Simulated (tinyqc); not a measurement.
# Changing the temperature T

Model: Heisenberg spin cluster by exact diagonalisation: multiplets, susceptibility, level crossings. Computed by tinyqc, a small Python program. Command: `OMP_NUM_THREADS=1 python tinyqc.py 3019393 3019394 out.jsonl spincl sweep`. One thread of a shared host (Intel(R) Xeon(R) Processor @ 2.30GHz), about 0.01 s of CPU time with the checks.

H = J1 sum S_i.S_j over the bonds 1-2 - g mu_B B S_z; J > 0 is antiferromagnetic.

Inputs (values chosen for the exercise, for a model cluster): exchange J1 = 2.13 meV; g factor = 2.08; field B = 9.7 T.

Cluster: dimer. Spin s of each site: 1.5.

Constants: k_B = 8.617333262e-05 eV/K; mu_B = 5.7883818060e-05 eV/T.

Method:
- Every multiplet has one member in the block S_z = 0; diagonalise it and read the total spin from <S^2> = S (S + 1).
- Z = sum k (2S + 1) exp(-E/(k_B T)) over the table, k the number of multiplets; <S^2> likewise with the factor S (S + 1); chi T = N_A g^2 mu_B^2 <S^2>/(3 k_B) = 0.125049 g^2 <S^2> cm^3 K/mol (cgs, per mole of clusters); C = (<E^2> - <E>^2)/(k_B T)^2; entropy = ln Z + <E>/(k_B T).
- Each multiplet splits as E - g mu_B B m; <S_z> is the Boltzmann mean. The first level crossing is at the smallest (E_S - E_0)/(g mu_B (S - S_0)) over higher spins (0 if the ground state has the highest spin).

One run for each value:
```
temperature T (K)  chi T (cm^3 K/mol)  heat capacity (k_B)  entropy (k_B)    <S_z>
3.2                        1.4328e-03               0.0789         0.0116  0.02961
5.3                        2.9786e-02               0.5828         0.1563  0.10708
8.6                        1.5911e-01               1.0743         0.5799  0.20095
14.0                       4.1457e-01               1.0518         1.1073  0.26767
23.0                       8.1730e-01               1.0024         1.6157  0.30637
38.0                       1.4390e+00               0.8670         2.0938  0.32001
63.0                       2.2000e+00               0.5354         2.4526  0.29208
100.0                      2.8140e+00               0.2632         2.6326  0.23476
170.0                      3.3114e+00               0.0990         2.7225  0.16251
```

Over the rows, chi T (cm^3 K/mol) rises from 0.00143 to 3.31 (exponent d ln y / d ln x 6.0 between the first rows and 0.31 between the last); heat capacity (k_B) goes from 0.0789 through a maximum among these rows, 1.07 at 8.60, to 0.0990; entropy (k_B) rises from 0.0116 to 2.72 (exponent d ln y / d ln x 5.2 between the first rows and 0.063 between the last).

Extremes, crossings and ranges named in words are read from the listed rows.
